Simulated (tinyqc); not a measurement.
## Ideality, resistance and saturation current from three points

Inverse problem. Well above I0 a diode obeys V = n Vt ln(I/I0) + Rs I. Find n, Rs and I0.

Inputs (values chosen for the exercise): temperature T = 300 K.

Constants: q = 1.602176634e-19 C, kB = 1.380649e-23 J/K, Vt = kB T/q. Results are converted to the units shown.

I (A): 8e-6  9e-5  0.001
V (V): 0.64111989  0.72302553  0.96191075

Answer. The equation is linear in a = n Vt, Rs and c = -a ln I0; three points give a 3 x 3 system.

n = 1.06
Rs = 190 ohm
I0 = 5.84e-16 A

Program tinyqc, `OMP_NUM_THREADS=1 python tinyqc.py 2640116 2640117 out.jsonl`; Intel Xeon 2.30GHz, shared host, one thread, about 0.01 s.
